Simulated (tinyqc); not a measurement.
Plane-wave Kohn-Sham cycle with exchange-only LDA in a layered model solid, step by step. One step of it, computed by the program tinyqc.

Task: Iteration 1: potential. V_H(G) = 4 pi rho(G)/G^2 for G != 0 (uniform background); v_x = -(3 rho/pi)^(1/3); V = V_ext + V_H + v_x; Fourier components f(G_m) = (1/N) sum_j f(x_j) exp(-i G_m x_j).

A solid whose potential varies along x alone (atomic units):
```
parameter                      value
period a                    7.700000
cross-section of the cell  34.000000
electrons per cell                 2
grid points                       16
plane waves -n..n, n               3
k points                           3
V1 in V1 cos(2 pi x/a)     -0.340000
V2 in V2 cos(4 pi x/a)      0.190000
```

density at the start, on the grid x_j = j a/N (e/bohr^3): 0.00763942  0.00763942  0.00763942  0.00763942  0.00763942  0.00763942  0.00763942  0.00763942  0.00763942  0.00763942  0.00763942  0.00763942  0.00763942  0.00763942  0.00763942  0.00763942

Give: Potentials on the grid; V(G_m), m = 0, 1, 2, ....

Result:

Potentials on the grid (hartree):
```
x         V_ext     V_H      v_x        V
0.0000  -0.1500  0.0000  -0.1939  -0.3439
0.4813  -0.1798  0.0000  -0.1939  -0.3737
0.9625  -0.2404  0.0000  -0.1939  -0.4344
1.4438  -0.2645  0.0000  -0.1939  -0.4584
1.9250  -0.1900  0.0000  -0.1939  -0.3839
2.4062  -0.0042  0.0000  -0.1939  -0.1982
2.8875   0.2404  0.0000  -0.1939   0.0465
3.3687   0.4485  0.0000  -0.1939   0.2545
3.8500   0.5300  0.0000  -0.1939   0.3361
4.3312   0.4485  0.0000  -0.1939   0.2545
4.8125   0.2404  0.0000  -0.1939   0.0465
5.2938  -0.0042  0.0000  -0.1939  -0.1982
5.7750  -0.1900  0.0000  -0.1939  -0.3839
6.2562  -0.2645  0.0000  -0.1939  -0.4584
6.7375  -0.2404  0.0000  -0.1939  -0.4344
7.2188  -0.1798  0.0000  -0.1939  -0.3737
```

V(G_m), m = 0, 1, 2, ... (hartree): -0.1939  -0.1700  0.0950  0.0000  0.0000  0.0000  0.0000
